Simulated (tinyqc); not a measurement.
# Carrier lifetime of a p-type layer with SRH, radiative, Auger and surface recombination: two studies

Uniform excess density dn = dp (no trapping), n = n0 + dn, p = p0 + dn, Boltzmann statistics, full ionisation. Surfaces enter as a rate 2 S dn/d, which holds while diffusion to them is fast.

Parameters, values chosen for the exercise; band and dielectric values close to those of indium phosphide:
- T = 300 K (temperature)
- Eg = 1.33 eV (band gap)
- Nc = 5.75e17 cm^-3 (conduction-band density of states at T)
- Nv = 1.09e19 cm^-3 (valence-band density of states at T)
- B = 1.21e-10 cm^3/s (radiative coefficient)
- N = 5.2e16 cm^-3 (acceptor density)
- Cn = 3.1e-30 cm^6/s (Auger coefficient (two electrons))
- Cp = 2.4e-30 cm^6/s (Auger coefficient (two holes))
- Nt = 4.6e11 cm^-3 (trap density)
- sn = 5e-16 cm^2 (capture cross-section for electrons)
- sp = 8e-17 cm^2 (capture cross-section for holes)
- vth = 1.7e7 cm/s (thermal velocity (both carriers))
- Et = 1.14 eV (trap level below the conduction band)
- S = 6000 cm/s (surface recombination velocity (both faces))
- d = 60 um (sample thickness)

Constants: q = 1.602176634e-19 C, kB = 1.380649e-23 J/K, Vt = kB T/q. Results are converted to the units shown.

Each table varies one quantity; the others keep the values above.

## Lifetime against injection

ni = sqrt(Nc Nv) exp(-Eg/(2 Vt)), Eg in volts; majority density N/2 + sqrt(N^2/4 + ni^2), n0 p0 = ni^2; n1 = Nc exp(-Et/Vt), p1 = Nv exp((Et - Eg)/Vt); tn0 = 1/(sn vth Nt), tp0 = 1/(sp vth Nt). With e = n p - ni^2 = dn (n0 + p0 + dn): U_SRH = e/(tp0 (n + n1) + tn0 (p + p1)), U_rad = B e, U_Aug = (Cn n + Cp p) e, U_s = 2 S dn/d. Each tau is dn over its rate; tau = dn/U with U the sum.

The same in every row: tau_s (s) = 5.0000e-7.

Result of one run:
```
dn (cm^-3)	tau_SRH (s)	tau_rad (s)	tau_Aug (s)	tau (s)	radiative share (%)	largest path
1e15	3.1973e-4	1.5593e-7	1.4480e-4	1.1872e-7	76.136	radiative
```

What becomes of these results when the excess density dn is changed from 1e15 to 1e14 cm^-3, all else the same?

Result of the changed run:
```
dn (cm^-3)	tau_SRH (s)	tau_rad (s)	tau_Aug (s)	tau (s)	radiative share (%)	largest path
1e14	2.9322e-4	1.5863e-7	1.5312e-4	1.2028e-7	75.825	radiative
```

The whole series:
```
dn (cm^-3)	tau_SRH (s)	tau_rad (s)	tau_Aug (s)	tau (s)	radiative share (%)	largest path
1e11	2.9022e-4	1.5893e-7	1.5409e-4	1.2045e-7	75.790	radiative
1e12	2.9025e-4	1.5893e-7	1.5408e-4	1.2045e-7	75.790	radiative
1e13	2.9052e-4	1.5890e-7	1.5400e-4	1.2044e-7	75.793	radiative
1e14	2.9322e-4	1.5863e-7	1.5312e-4	1.2028e-7	75.825	radiative
1e15	3.1973e-4	1.5593e-7	1.4480e-4	1.1872e-7	76.136	radiative
1e16	5.4248e-4	1.3330e-7	8.9705e-5	1.0510e-7	78.844	radiative
1e17	0.0013192	5.4371e-8	9.7495e-6	4.8792e-8	89.738	radiative
1e18	0.0017769	7.8560e-9	1.6900e-7	7.3959e-9	94.144	radiative
1e19	0.0018461	8.2217e-10	1.8047e-9	5.6420e-10	68.624	radiative
```

Radiative recombination leads at dn = 1e11 and in all other rows. The total lifetime falls from 1.20e-7 to 5.64e-10 s. tau_SRH goes from 2.90e-4 s (low-injection limit 2.90e-4 s) to 0.00185 s (high-injection limit tn0 + tp0 = 0.00185 s). Between the last two rows tau_rad goes as dn^(-0.98) and tau_Aug as dn^(-1.97); the radiative share goes from 75.8 through a maximum of 94.1 (at dn = 1e18 among the rows listed) to 68.6 %. For dn = 1e18, 1e19 the carriers are degenerate, where B and the Auger coefficients no longer stay constant.

## Effect of the trap level below the conduction band at dn = 6e16 cm^-3

Same model as above.

Here dn = 6e16 cm^-3.

The same in every row: tau_rad (s) = 7.379e-8; tau_Aug (s) = 1.963e-5; tau_s (s) = 5.000e-7.

Results:
```
Et (eV)	tau_SRH (s)	tau (s)	radiative share (%)	largest path
0.06	0.001918	6.409e-8	86.85	radiative
0.21	0.001115	6.409e-8	86.85	radiative
0.51	0.001112	6.409e-8	86.85	radiative
0.67	0.001112	6.409e-8	86.85	radiative
0.82	0.001112	6.409e-8	86.85	radiative
0.97	0.001112	6.409e-8	86.85	radiative
1.12	0.001119	6.409e-8	86.85	radiative
1.27	0.003556	6.409e-8	86.85	radiative
```

Estimate the missing row, Et = 0.36 eV.

Computed row:
```
Et (eV)	tau_SRH (s)	tau (s)	radiative share (%)	largest path
0.36	0.001112	6.409e-8	86.85	radiative
```

With this row back in the table: Radiative recombination leads at Et = 0.06 and in all other rows. tau_SRH goes from 0.00192 through a minimum of 0.00111 (at Et = 0.36 to 0.82 among the rows listed) to 0.00356 s and the total lifetime stays near 6.41e-8 s. tau_SRH is within a factor 1.5 of its lowest value for Et from 0.21 to 1.12 eV; nearer a band edge n1 or p1 outgrows the carrier densities and the trap re-emits what it captured.

Range of the model: S d exceeds 2.5 cm^2/s, comparable with a diffusion coefficient, so 2 S/d overstates the surface loss.

Numbers from tinyqc (`OMP_NUM_THREADS=1 python tinyqc.py 2300129 2300130 out.jsonl`; about 0.01 s on one thread of a shared Intel Xeon 2.30GHz).
